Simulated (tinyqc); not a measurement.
Complex band structure along [001] in sp3s* tight binding: one step. The px, py block. Four cases, with inputs chosen for the exercise.

Problem. For px and py the determinant gives (E - Epa)(E - Epc) = Vxx^2 cos^2(phi) + Vxy^2 sin^2(phi). With phi = i kappa a/4 this is sinh^2(kappa a/4) = ((E - Epa)(E - Epc) - Vxx^2)/(Vxx^2 - Vxy^2), E = Ev + dE. Parameters in the order Esa, Epa, Esc, Epc, Exa, Exc, Vss, Vxx, Vxy, Vsapc, Vscpa, Vxapc, Vpaxc.

For k = (0, 0, kz) the phase sums are g0 = cos(phi) and g3 = i sin(phi), phi = kz a/4, and the s, pz, s* orbitals of anion (a) and cation (c) decouple from px, py. With z = exp(i phi), H(z) = H0 + z T + T^T/z for any complex z. H0 is diagonal (Esa, Epa, Exa, Esc, Epc, Exc). The anion-cation block is B(z) = z U + W/z and the cation-anion block z W^T + U^T/z, where U has Vss/2 (s,s), Vsapc/2 (s,z), -Vscpa/2 (z,s), Vxx/2 (z,z), Vxapc/2 (s*,z), -Vpaxc/2 (z,s*), and W has the same values with the s-z and s*-z signs reversed. |z| = 1 is a band state, |z| < 1 decays along [001] as exp(-kappa d) over a distance d, kappa = -(4/a) ln|z|. No spin-orbit coupling.

Give: sinh^2(kappa a/4); kappa of the heavy-hole branch.

Case 1.

Values chosen (out of a larger set: near a published set for InAs, fitted to gaps, whose masses and valley positions are rough (light masses up to twice too heavy); not measured data): p = (-9.51, 0.905, -2.734, 3.735, 7.454, 6.709, -5.61, 1.837, 4.485, 3.041, 5.437, 3.383, 3.9) eV (order Esa, Epa, Esc, Epc, Exa, Exc, Vss, Vxx, Vxy, Vsapc, Vscpa, Vxapc, Vpaxc); dE = 0.32 eV (E - Ev); a = 6.058 angstrom (lattice constant).

Ev = 0.001209 eV

Solution.

sinh^2(kappa a/4) = 0.08253
kappa of the heavy-hole branch = 0.1872 1/angstrom

This branch decays faster than the slowest root of the s-pz block (0.0256), by a factor 7.30 in kappa.

Case 2.

Values chosen (out of a larger set: near a published set for GaAs, fitted to gaps, whose masses and valley positions are rough (light masses up to twice too heavy); not measured data): p = (-8.326, 1.042, -2.666, 3.682, 8.621, 6.72, -6.471, 1.948, 5.095, 4.496, 5.785, 4.848, 4.807) eV (order Esa, Epa, Esc, Epc, Exa, Exc, Vss, Vxx, Vxy, Vsapc, Vscpa, Vxapc, Vpaxc); dE = 1.27 eV (E - Ev); a = 5.652 angstrom (lattice constant).

Ev = 0.008895 eV

Solution.

sinh^2(kappa a/4) = 0.19689
kappa of the heavy-hole branch = 0.3045 1/angstrom

This branch decays faster than the slowest root of the s-pz block (0.0826), by a factor 3.69 in kappa.

Case 3.

Values chosen (out of a larger set: near a published set for InP, fitted to gaps, whose masses and valley positions are rough (light masses up to twice too heavy); not measured data): p = (-8.589, 0.876, -1.493, 4.056, 8.29, 7.031, -5.398, 1.895, 4.234, 2.231, 5.577, 3.472, 4.51) eV (order Esa, Epa, Esc, Epc, Exa, Exc, Vss, Vxx, Vxy, Vsapc, Vscpa, Vxapc, Vpaxc); dE = 0.49 eV (E - Ev); a = 5.875 angstrom (lattice constant).

Ev = -0.007687 eV

Solution.

sinh^2(kappa a/4) = 0.15235
kappa of the heavy-hole branch = 0.2594 1/angstrom

This branch decays faster than the slowest root of the s-pz block (0.0928), by a factor 2.79 in kappa.

Case 4.

Values chosen (out of a larger set: near a published set for Ge, fitted to gaps, whose masses and valley positions are rough (light masses up to twice too heavy); not measured data): p = (-5.893, 1.611, -5.893, 1.611, 6.352, 6.352, -6.807, 1.613, 4.911, 5.471, 5.471, 5.184, 5.184) eV (order Esa, Epa, Esc, Epc, Exa, Exc, Vss, Vxx, Vxy, Vsapc, Vscpa, Vxapc, Vpaxc); dE = 0.3 eV (E - Ev); a = 5.652 angstrom (lattice constant).

Ev = -0.002000 eV

Solution.

sinh^2(kappa a/4) = 0.04080
kappa of the heavy-hole branch = 0.1420 1/angstrom

This branch decays faster than the slowest root of the s-pz block (0.0544), by a factor 2.61 in kappa.

Computed by tinyqc, one run a case: `OMP_NUM_THREADS=1 python tinyqc.py N N+1 out.jsonl` with N = 1451302, 1451377, 1451417, 1451477; one thread of a shared Intel(R) Xeon(R) Processor @ 2.30GHz, about 0.01 s a run at most.
